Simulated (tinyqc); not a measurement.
Hot electrons in a saturated n-channel MOSFET, lucky-electron model: two steps of the calculation.

Beyond pinch-off the lateral field grows as Esat cosh(y/l) over the velocity-saturated region (pseudo-two-dimensional model). Impact ionisation in this region gives the substrate current, which biases the body forward through Rsub. Currents are per width. Local-field laws: they overstate ionisation when the field peak is narrower than an energy relaxation length.

Parameters, values chosen for the exercise; values close to those of silicon n-channel devices: channel length L = 0.35 um; oxide thickness tox = 8 nm; junction depth xj = 130 nm; threshold VT = 0.8 V; effective mobility mu = 340 cm^2/(V s); saturation velocity vs = 9.1e6 cm/s; ionisation prefactor Ai = 2e6 1/cm; ionisation field Bi = 1.81 MV/cm; resistance of the lightly doped drain Rd = 0 ohm um; substrate resistance Rsub = 13000 ohm um; fall of VT per volt of forward body bias kb = 0.35; drain voltage Vd = 2.5 V; gate voltage Vg = 1.8 V.

Constants: eps0 = 8.8541878128e-14 F/cm where lengths are in cm. Results are converted to the units shown.

Question 1. Length and field scales. Cox = 3.9 eps0/tox, l = sqrt(3 tox xj), Esat = 2 vs/mu.

Find: Cox; l; Esat; Esat L.

Answer 1.

Cox = 0.4316 uF/cm^2
l = 55.86 nm
Esat = 0.05353 MV/cm
Esat L = 1.874 V

Question 2. Body bias from the substrate current. Cox = 3.9 eps0/tox. Overdrive g = Vg - VT + kb Vb; Vdsat = g Esat L/(g + Esat L); Id = Cox vs (g - Vdsat); dV = Vd - Id Rd - Vdsat; Em = sqrt((dV/l)^2 + Esat^2); Isub = Id (Ai/Bi) l Em exp(-Bi/Em). Vb(new) = Rsub Isub.

Vb at the start = 0 V
l = 55.856960 nm
Esat = 0.053529412 MV/cm

Find: Vdsat; Id; dV; Em; Isub; Vb after iteration 1.

Answer 2.

Vdsat = 0.6520 V
Id = 136.7 uA/um
dV = 1.848 V
Em = 0.3351 MV/cm
Isub = 1.276 uA/um
Vb after iteration 1 = 0.01659 V

Computed by the program tinyqc: `OMP_NUM_THREADS=1 python tinyqc.py 2550088 2550089 out.jsonl`, one thread of a shared Intel Xeon 2.30GHz, about 0.01 s for the whole run.
